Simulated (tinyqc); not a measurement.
Leaving out one process at a time: Debye-Callaway model of lattice thermal conductivity. Computed by tinyqc, a small Python program. Command: `OMP_NUM_THREADS=1 python tinyqc.py 3000554 3000555 out.jsonl callaway walk`. One thread of a shared host (Intel(R) Xeon(R) Processor @ 2.30GHz), about 0.01 s of CPU time with the checks.

Three acoustic branches with one velocity v, cut at omega_D = k_B Theta/hbar; x = hbar omega/(k_B T). v and Theta are separate inputs: Theta cuts off the heat-carrying modes, so C need not reach 3 k_B/V. gamma is an effective value that sets the umklapp rate.

Inputs (values chosen for the exercise, for a model crystal): sound velocity v = 5150 m/s; Debye temperature Theta = 463 K; volume per atom V = 20 angstrom^3; mean atomic mass M = 95.7 u; effective Grueneisen parameter gamma = 1.88; umklapp exponent divisor b = 2; mass variance Gamma = 0.00011; Casimir length L = 3500 micrometre; normal-process factor f_N = 1.1; temperature T = 600 K.

Sample: crystal. Point defects: isotopes. Normal processes: included.

Constants: k_B = 1.380649e-23 J/K; hbar = 1.054571817e-34 J s; u = 1.6605390666e-27 kg.

Method:
- Gamma is given directly by the isotope mixture. A = V Gamma/(4 pi v^3).
- Rates: point defects A omega^4; umklapp B omega^2 T exp(-Theta/(b T)) with B = hbar gamma^2/(M v^2 Theta); normal processes f_N B omega^2 T (T/Theta)^2. Boundaries: v/L.
- kappa_1 = c int tau_C g dx, g = x^4 e^x/(e^x - 1)^2, c = (k_B/(2 pi^2 v)) (k_B T/hbar)^3, over 0 < x < min(Theta/T, 40), by 96 Gauss-Legendre points in s with x = x_max s^2; 1/tau_C = 1/tau_R + 1/tau_N; kappa_2 = c [int (tau_C/tau_N) g dx]^2 / int (tau_C/(tau_N tau_R)) g dx; kappa = kappa_1 + kappa_2.

Rayleigh coefficient A = 1.28171e-45 s^3

Conductivity at T:
```
case                   kappa (W/(m K))  ratio to all
all processes                   67.619             1
without point defects           69.805        1.0323
without boundaries              67.672        1.0008
without umklapp                 1357.1        20.070
```

What follows from these numbers?

Removing umklapp raises kappa most, by a factor 20.1; removing boundaries gives only 1.00.
